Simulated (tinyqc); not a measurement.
Inside a calculation. Method: CCSD on RHF in the 6-311g basis, for He, spin multiplicity 1. Computed by tinyqc, a small Python program that keeps every step (integrals from PySCF). Settings: charge = 0, multiplicity = 1, basis = 6-311g, method = RHF, energy threshold = 1e-10, iteration cap = 80, orthogonalisation = symmetric, start = Wolfsberg-Helmholz matrix, DIIS depth = 6, amplitude equations = CCSD, DIIS depth for amplitudes = 4, cap on updates = 81. Command: `OMP_NUM_THREADS=1 python tinyqc.py 21183 21184 out.jsonl` (the two numbers bound the seeds that draw the settings). One thread of a shared host (Intel(R) Xeon(R) Processor @ 2.60GHz), about 0.2 s of CPU time with the checks. The early iterations of the SCF are left out here.

## One-electron integrals

Geometry (angstrom):
```
atom         x         y         z
He    0.000000  0.000000  0.000000
```

Basis 6-311g: exponents (1/bohr^2) and contraction coefficients of normalised primitives:
```
element  l (shell)   exponent  coefficient
He           s (1)  98.124300     0.028745
He           s (1)  14.768900     0.208061
He           s (1)   3.318830     0.837635
He           s (2)   0.874047     1.000000
He           s (3)   0.244564     1.000000
```

Overlap, kinetic and nuclear-attraction integrals over the contracted functions; the nuclear repulsion is the sum of Za Zb / Rab.

nuclear repulsion = 0 hartree

overlap S, order 1He 1s, 1He 2s, 1He 3s:
$$\begin{pmatrix}
1.000000 & 0.680472 & 0.328596 \\
0.680472 & 1.000000 & 0.751574 \\
0.328596 & 0.751574 & 1.000000
\end{pmatrix}$$

kinetic energy T (hartree), order 1He 1s, 1He 2s, 1He 3s:
$$\begin{pmatrix}
6.857100 & 1.439474 & 0.225603 \\
1.439474 & 1.311071 & 0.430865 \\
0.225603 & 0.430865 & 0.366846
\end{pmatrix}$$

nuclear attraction V (hartree), order 1He 1s, 1He 2s, 1He 3s:
$$\begin{pmatrix}
-7.306289 & -3.464825 & -1.535069 \\
-3.464825 & -2.983784 & -1.793893 \\
-1.535069 & -1.793893 & -1.578325
\end{pmatrix}$$

core Hamiltonian H = T + V (hartree), order 1He 1s, 1He 2s, 1He 3s:
$$\begin{pmatrix}
-0.449189 & -2.025351 & -1.309466 \\
-2.025351 & -1.672714 & -1.363028 \\
-1.309466 & -1.363028 & -1.211479
\end{pmatrix}$$

## Two-electron integrals

Functions are numbered as in S; the eight-fold symmetry (ij|kl) = (ji|kl) = (kl|ij) leaves the list below.

Two-electron integrals (ij|kl) in chemists' order, unique and non-zero (hartree):
```
(11|11) 2.395117   (21|11) 1.347337   (21|21) 0.798707   (22|11) 1.358411
(22|21) 0.863847   (22|22) 1.054927   (31|11) 0.614121   (31|21) 0.368625
(31|22) 0.406802   (31|31) 0.170715   (32|11) 0.842709   (32|21) 0.547009
(32|22) 0.700418   (32|31) 0.259418   (32|32) 0.476676   (33|11) 0.767030
(33|21) 0.510236   (33|22) 0.697580   (33|31) 0.244176   (33|32) 0.494732
(33|33) 0.558022
```

## Orthogonalisation

S = U s U^T; symmetric (Loewdin) form X = U s^(-1/2) U^T, so that X^T S X = 1.

eigenvalues of S: [0.135706, 0.673445, 2.190848]

X, order 1He 1s, 1He 2s, 1He 3s:
$$\begin{pmatrix}
1.316564 & -0.645914 & 0.150682 \\
-0.645914 & 1.855498 & -0.771405 \\
0.150682 & -0.771405 & 1.436671
\end{pmatrix}$$

## Iteration 6 (converged): orbitals

converged F (hartree), order 1He 1s, 1He 2s, 1He 3s:
$$\begin{pmatrix}
1.373498 & -1.206232 & -1.105840 \\
-1.206232 & -0.594454 & -0.698399 \\
-1.105840 & -0.698399 & -0.371933
\end{pmatrix}$$

Diagonalise F' = X^T F X, C = X C', fill 1 alpha and 1 beta electrons from the bottom; D = 2 C_occ C_occ^T. Each column has its largest component positive (the first on a tie).

F' = X^T F X (hartree):
$$\begin{pmatrix}
3.873005 & -3.174781 & -0.149278 \\
-3.174781 & 2.093696 & -0.931509 \\
-0.149278 & -0.931509 & 0.259407
\end{pmatrix}$$

orbital energies (hartree): MO1 -0.916871, MO2 0.829434, MO3 6.313546

coefficients C, order 1He 1s, 1He 2s, 1He 3s:
$$\begin{pmatrix}
0.263558 & -0.137951 & -1.443869 \\
0.487487 & -1.153994 & 1.698764 \\
0.397446 & 1.427937 & -0.696296
\end{pmatrix}$$

D after iteration 6, order 1He 1s, 1He 2s, 1He 3s:
$$\begin{pmatrix}
0.138926 & 0.256962 & 0.209500 \\
0.256962 & 0.475287 & 0.387499 \\
0.209500 & 0.387499 & 0.315926
\end{pmatrix}$$

## Convergence

Stop when the energy changes by less than 1e-10 hartree and every element of the error matrix X^T (F D S - S D F) X is below 3e-06.

Course of the cycle:
```
iteration  E (hartree)     change  largest element of the error matrix
1          -2.19269352          -                             2.05e+00
2          -2.85664915  -6.64e-01                             1.61e-01
3          -2.85989379  -3.24e-03                             2.25e-03
4          -2.85989541  -1.61e-06                             2.09e-04
5          -2.85989542  -1.83e-08                             1.71e-07
6          -2.85989542  -1.11e-14                             6.86e-08
```

PySCF RHF in the same basis = -2.85989542 hartree

Converged in 6 iterations.

## Integrals over molecular orbitals

(pq|rs) = sum C_ip C_jq C_kr C_ls (ij|kl), one index at a time.

one-electron integrals over orbitals h = C^T H C (hartree):
$$\begin{pmatrix}
-1.943024 & 0.277318 & 0.173910 \\
0.277318 & -0.343196 & -0.333392 \\
0.173910 & -0.333392 & 4.176135
\end{pmatrix}$$

Two-electron integrals over orbitals (pq|rs), unique and non-zero (hartree):
```
(11|11) 1.026153    (21|11) -0.277318   (21|21) 0.146549    (22|11) 0.659589
(22|21) -0.113630   (22|22) 0.506646    (31|11) -0.173910   (31|21) 0.125599
(31|22) -0.078781   (31|31) 0.216548    (32|11) 0.229495    (32|21) -0.120916
(32|22) 0.102674    (32|31) -0.148688   (32|32) 0.127591    (33|11) 1.176980
(33|21) -0.380997   (33|22) 0.727303    (33|31) -0.386668   (33|32) 0.380658
(33|33) 1.599956
```

## CCSD: starting amplitudes

t_ij^ab = <ij||ab> / (e_i + e_j - e_a - e_b), whose energy is MP2.

Starting amplitudes (spin orbitals 1a, 1b, ...; amplitudes related by a flip of all spins are not repeated):
```
from      to          t
1a 1b  2a 2b  -0.041960
1a 1b  3a 3b  -0.014975
1a 1b  2a 3b  -0.013992
```

correlation energy = -0.01290659 hartree

## CCSD: amplitude update 1

t_i^a D_i^a and t_ij^ab D_ij^ab are set to the remaining terms of the spin-orbital equations, evaluated with the old amplitudes; for the doubles these are <ij||ab> + 1/2 <ab||ef> t_ij^ef + 1/2 <mn||ij> t_mn^ab + P(ij)P(ab) <mb||ej> t_im^ae + terms in t^2 + terms with t1, D the orbital-energy denominators.

Amplitudes after update 1 (spin orbitals 1a, 1b, ...; amplitudes related by a flip of all spins are not repeated):
```
from      to          t
1a 1b  2a 2b  -0.052867
1a 1b  2a 3b  -0.017198
1a 1b  3a 3b  -0.016207
1a        2a   0.002451
1a        3a  -0.001631
```

correlation energy = -0.01557697 hartree

## CCSD: convergence

E_corr = 1/4 sum <ij||ab> t_ij^ab + 1/2 sum <ij||ab> t_i^a t_j^b; stop when the norm of the change is below 1e-8.

Course of the amplitude iterations:
```
update  correlation energy (hartree)  norm of the change
0                        -0.01290659                   -
1                        -0.01557697            2.41e-02
2                        -0.01625073            7.08e-03
3                        -0.01652622            2.24e-03
4                        -0.01652308            7.93e-05
5                        -0.01652293            1.39e-06
6                        -0.01652294            2.74e-08
7                        -0.01652294            2.08e-09
```

Converged amplitudes (spin orbitals 1a, 1b, ...; amplitudes related by a flip of all spins are not repeated):
```
from      to          t
1a 1b  2a 2b  -0.057519
1a 1b  2a 3b  -0.018308
1a 1b  3a 3b  -0.016146
1a        2a   0.004719
1a        3a  -0.002324
```

CCSD total energy = -2.87641836 hartree

T1 diagnostic, norm of the one-spin t1 over sqrt(correlated electrons) = 0.003720

Converged in 7 updates, with DIIS from the third.
